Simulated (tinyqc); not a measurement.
## Schottky diode by the thermionic emission-diffusion theory: effect of the doping

Metal on an n-type semiconductor with one parabolic valley; V > 0 is forward bias (metal positive). The band bends as a parabola over the depletion layer, by Vd = Vbi - V; no image force. Carriers drift and diffuse up to the interface and leave it with the velocity vR.

A* = 4 pi q me m0 kB^2/h^3 (times 1e-4 for A/(cm^2 K^2)); Nc = 2 (2 pi me m0 kB T/h^2)^1.5 (times 1e-6 for cm^-3); Vbi = phi - Vt ln(Nc/Nd); vR = A* T^2/(q Nc). LD = sqrt(eps0 eps_r Vt/(q Nd)), a = sqrt((Vbi - V)/Vt), D(a) = exp(-a^2) int_0^a exp(s^2) ds (Dawson), vD = mun Vt/(sqrt(2) LD D(a)). J = q Nc [vR vD/(vR + vD)] exp(-phi/Vt) [exp(V/Vt) - 1].

Parameters, values chosen for the exercise; band and dielectric values close to those of silicon:
- T = 200 K (temperature)
- me = 0.263 m0 (electron mass)
- eps_r = 11.5 (relative permittivity)
- mun = 67 cm^2/(V s) (electron mobility)
- phi = 0.77 eV (barrier height seen from the metal)
- V = 0.078 V (bias)

Constants: q = 1.602176634e-19 C, kB = 1.380649e-23 J/K, h = 6.62607015e-34 J s, m0 = 9.1093837015e-31 kg, Vt = kB T/q, eps0 = 8.8541878128e-14 F/cm where lengths are in cm. Results are converted to the units shown.

The same in every row: vR (cm/s) = 4.283e6.

Effect of the doping:
```
Nd (cm^-3)  vD (cm/s)  vD/(vR + vD)  J (A/cm^2)
1e14          2.671e5       0.05870   2.680e-13
2.9e14        4.631e5       0.09757   4.454e-13
7.9e14        7.768e5        0.1535   7.009e-13
2.2e15        1.317e6        0.2352   1.074e-12
6.1e15        2.228e6        0.3422   1.562e-12
1.7e16        3.776e6        0.4685   2.139e-12
4.7e16        6.370e6        0.5980   2.730e-12
1.3e17        1.075e7        0.7150   3.264e-12
3.6e17        1.813e7        0.8089   3.693e-12
```

vD rises from 2.67e5 to 1.81e7 cm/s, as Nd^(0.52) at fixed mobility, and J rises from 2.68e-13 to 3.69e-12 A/cm^2, while the pure emission value 4.57e-12 A/cm^2 does not depend on Nd.

Range of the model: One isotropic valley is assumed; bands with several valleys have a larger Richardson constant and Nc.

Program tinyqc, `OMP_NUM_THREADS=1 python tinyqc.py 2640022 2640023 out.jsonl`; Intel Xeon 2.30GHz, shared host, one thread, about 0.01 s.
